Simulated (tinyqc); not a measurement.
# MOS structure on a p-type body with a surface-enhanced doping, non-linear Poisson equation by Newton steps: starts and damping rules compared

One dimension, insulator interface at x = 0, acceptor density Na + N0 exp(-x/Ls), net doping C = -(acceptor density). psi is counted from the intrinsic level: n = ni exp((psi - Vb)/Vt), p = ni exp(-psi/Vt); deep in the body psi_b = -Vt ln(Na/ni). The gate acts through Cox = eps0 eox/tox and has the potential psi_G = Vg - (phiM - chi - Vt ln(Nc/ni)). Boltzmann statistics, full ionisation, classical densities, no oxide or interface charge. Acceptors in real wide-gap material are deep and only partly ionised in the neutral body.

a_i = eps0 eps_r/h_i for the interval from node i to i + 1, with h_i = x_(i+1) - x_i in cm.

n_i = ni exp((psi_i - Vb)/Vt), p_i = ni exp(-psi_i/Vt), rho_i = p_i - n_i + C_i, g_i = (n_i + p_i)/Vt. Box widths w_i = (h_(i-1) + h_i)/2 in cm. Residual F_i = a_i (psi_(i+1) - psi_i) - a_(i-1) (psi_i - psi_(i-1)) + q rho_i w_i; Jacobian: a_(i-1) and a_i beside the diagonal, b_i = -a_(i-1) - a_i - q g_i w_i on it. Node 0 is free: w_0 = h_0/2, F_0 = a_0 (psi_1 - psi_0) + Cox (psi_G - psi_0) + q rho_0 w_0, b_0 = -a_0 - Cox - q g_0 w_0, with Cox = eps0 eox/tox, psi_G = Vg - (phiM - chi - Vt ln(Nc/ni)). The last node is fixed.

Iterations until the largest undamped |d| is below 1e-9 V (the last, tiny step is counted), with a cap of 100; "overflow" would mean that an exponential left the range of double precision. Starts:
- neutral: -Vt ln(-C_i/ni) on every node but the last, which holds psi_b.
- parabola: psi_b + U (1 - x/W)^2 for x < W and psi_b beyond, with U = Vb - 2 psi_b and W = sqrt(2 eps0 eps_r U/(q Na)).
- linear: A straight line in x from psi_G at node 0 to psi_b at the last node.

Rules for the step d, which solves the tridiagonal system a_(i-1) d_(i-1) + b_i d_i + a_i d_(i+1) = -F_i:
- full Newton steps: the full step is added.
- logarithmic damping: each component d is damped to sign(d) Vt ln(1 + |d|/Vt) before it is added.
- steps capped at 4 Vt: if the largest |d| exceeds 4 Vt, the whole step is scaled down so that it equals 4 Vt.
- halved steps: half of the step is added while the largest |d| exceeds 1.5 Vt, the full step after that.

Parameters, values chosen for the exercise; band and dielectric values close to those of 4H silicon carbide:
- T = 350 K (temperature)
- Eg = 3.21 eV (band gap)
- eps_r = 9.79 (relative permittivity)
- Nc = 2.13e19 cm^-3 (conduction-band density of states at T)
- Nv = 3.11e19 cm^-3 (valence-band density of states at T)
- chi = 3.63 eV (electron affinity)
- Na = 1.1e18 cm^-3 (acceptor density deep in the body)
- eox = 3.9 (relative permittivity of the gate insulator (close to silicon dioxide))
- tox = 3 nm (insulator thickness)
- phiM = 4.21 eV (gate work function)
- Vb = 0 V (electron quasi-Fermi potential against the body)
- N0 = 7.1e18 cm^-3 (extra acceptor density at the surface)
- Ls = 21 nm (decay length)
- Vg = 3.56 V (gate voltage against the body)

Constants: q = 1.602176634e-19 C, kB = 1.380649e-23 J/K, Vt = kB T/q, eps0 = 8.8541878128e-14 F/cm where lengths are in cm. Results are converted to the units shown.

| node | x (nm) | net doping C (cm^-3) |
|---|---|---|
| 0 | 0 | -8.2e18 |
| 1 | 0.5 | -8.03295e18 |
| 2 | 1.26 | -7.78653e18 |
| 3 | 2.4 | -7.43322e18 |
| 4 | 4.13 | -6.93240e18 |
| 5 | 6.76 | -6.24585e18 |
| 6 | 10.7 | -5.36555e18 |
| 7 | 16.7 | -4.30546e18 |
| 8 | 25.8 | -3.17824e18 |
| 9 | 39.6 | -2.17722e18 |
| 10 | 60.4 | -1.50008e18 |
| 11 | 91.9 | -1.18927e18 |
| 12 | 140 | -1.10904e18 |
| 13 | 212 | -1.10029e18 |
| 14 | 321 | -1.10000e18 |

ni = 1.99337e-4 cm^-3

Iterations needed:

|  | full Newton steps | logarithmic damping | steps capped at 4 Vt | halved steps |
|---|---|---|---|---|
| neutral | 14 | 38 | 32 | 16 |
| parabola | 38 | 18 | 12 | 20 |
| linear | over 100 | over 100 | over 100 | over 100 |

The fewest iterations, 12, are needed by steps capped at 4 Vt from the parabola start. No result within 100 iterations: full Newton steps from the linear start; logarithmic damping from the linear start; steps capped at 4 Vt from the linear start; halved steps from the linear start.

Program tinyqc, `OMP_NUM_THREADS=1 python tinyqc.py 2080081 2080082 out.jsonl`; Intel Xeon 2.30GHz, shared host, one thread, about 0.6 s.
